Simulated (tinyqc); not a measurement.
From width change per 1 % of dose back to forward range alpha: electron-beam lithography: double-Gaussian proximity function, edge placement and dose correction for parallel lines. Computed by tinyqc, a small Python program. Command: `OMP_NUM_THREADS=1 python tinyqc.py 3112641 3112642 out.jsonl proximity inv`. One thread of a shared host (Intel(R) Xeon(R) Processor @ 2.30GHz), about 0.01 s of CPU time with the checks.

Lines are infinitely long. Absorbed energy is counted so that the middle of a very large area written at dose 1 receives 1; the resist develops where it exceeds 1/2.

Inputs (values chosen for the exercise, of the order of those for 100 keV electrons in resist on silicon):
```
quantity                              value               unit
backscatter ratio eta                  0.95                  -
base dose D0                            230  microcoulomb/cm^2
width of the test line                  0.1         micrometre
pattern density around the test line   0.53                  -
```

Method. A test line of width w << beta in surroundings of density rho, all at dose d: near its edge E(x) = d [S + eta rho]/(1 + eta), S = [erf((b - x)/alpha) - erf((a - x)/alpha)]/2 for edges a and b, the second term being the background energy. Dose to size d_s = (1 + eta)/(erf(w/alpha) + 2 eta rho), dose = d_s D0; edge slope d [1 - exp(-w^2/alpha^2)]/(sqrt(pi) alpha (1 + eta)); width change per 1 % of dose = 2 x 0.01 x (1/2)/slope.

Problem. A run gave the result below. Find the forward range alpha, known to lie between 0.013 and 0.028 micrometre.

width change per 1 % of dose = 0.5488937 nm

Solution.

Each step takes the trial c = (a f_b - b f_a)/(f_b - f_a), f being the result less the target and a, b, c the logarithms of the listed values; c replaces end b, the old b replaces a if the sign of f changed, and otherwise f_a is halved.

Scan of the range:
```
forward range alpha (micrometre)  width change per 1 % of dose (nm)
0.0130                                                     0.462451
0.0148                                                     0.526483
0.0168                                                     0.597629
0.0191                                                     0.679447
0.0217                                                     0.771937
0.0246                                                     0.875100
0.0280                                                     0.996051
```

False position (Illinois rule, in the logarithm of the input) inside the bracket:
```
step      end a      end b      trial  width change per 1 % of dose (nm)
1     0.0148000  0.0168000  0.0154029                           0.547929
2     0.0168000  0.0154029  0.0154289                           0.548853
3     0.0168000  0.0154289  0.0154310                           0.548931
4     0.0154289  0.0154310  0.0154300                           0.548894
5     0.0154310  0.0154300  0.0154300                           0.548894
```

Width change per 1 % of dose rises at every point of a 13-point scan of the range (every second point is shown), so one value fits; it is bracketed by 0.0148 and 0.0168. Answer: forward range alpha = 0.01543 micrometre.
